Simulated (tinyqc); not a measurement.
# A spin-degenerate level with charging energy between two leads, rate equations: shape of a conductance peak

States 0, up, down and 2 with energies 0, e1 - Ez/2, e1 + Ez/2 and 2 e1 + U. mu_L = +V/2, mu_R = -V/2 (meV), f(x) = 1/(1 + exp(x/kB T)). A transition that adds one electron of given spin at the energy E has the rate G f(E - mu) from each lead, and its reverse G [1 - f(E - mu)]. I counts electrons leaving the left lead, times q.

Transition energies: 0-up e1 - Ez/2, 0-down e1 + Ez/2, up-2 e1 + U + Ez/2, down-2 e1 + U - Ez/2. dp/dt = W p; W_ji is the rate from state i to j, and each column sums to zero. Steady state: W p = 0 with sum p = 1. I = q GL sum over transitions i-j of [fL p_i - (1 - fL) p_j]. The conductance is dI/dV at V = 0; the last column divides it by q^2 GL GR/((GL + GR) 4 kB T), the peak of one spinless level.

Inputs (values chosen for the exercise):
```
symbol  value  unit                                 meaning
U        10.7   meV  charging energy of the second electron
GL        2.9  1/ns            tunnel rate to the left lead
GR       0.85  1/ns           tunnel rate to the right lead
T         9.8     K                             temperature
Ez          0   meV                        Zeeman splitting
```

Constants: q = 1.602176634e-19 C, kB = 1.380649e-23 J/K, Vt = kB T/q. Results are converted to the units shown.

Result of one run:
```
e1 (meV)	dI/dV (nS)	mean number	scaled
-0.676	31.56	0.8166	1.012
```

What becomes of these results when the level e1 is changed from -0.676 to 3.378 meV, all else the same?

Result of the changed run:
```
e1 (meV)	dI/dV (nS)	mean number	scaled
3.378	4.328	0.03534	0.1388
```

The whole series:
```
e1 (meV)	dI/dV (nS)	mean number	scaled
-3.378	2.244	0.9910	0.07197
-2.702	4.798	0.9801	0.1539
-2.027	9.924	0.9566	0.3183
-1.351	19.03	0.9083	0.6105
-0.676	31.56	0.8166	1.012
0	41.57	0.6667	1.333
0.676	40.72	0.4732	1.306
1.351	29.85	0.2877	0.9574
2.027	17.56	0.1535	0.5631
2.702	9.036	0.07541	0.2898
3.378	4.328	0.03534	0.1388
```

The conductance peaks at e1 = 0 meV among the rows, with the scaled height 1.33. For U >> kB T the 0-1 peak lies at e1 = +(kB T/2) ln 2 = 0.293 meV, with the height 8/(1 + sqrt 2)^2 = 1.373: two spin states on one side of the transition and one state on the other shift and raise it.

Range of the model: Rate equations need hbar G well below kB T; cotunnelling and the Kondo effect are left out.

tinyqc, about 0.01 s, one thread, Intel Xeon 2.30GHz (shared host): `OMP_NUM_THREADS=1 python tinyqc.py 2780024 2780025 out.jsonl`
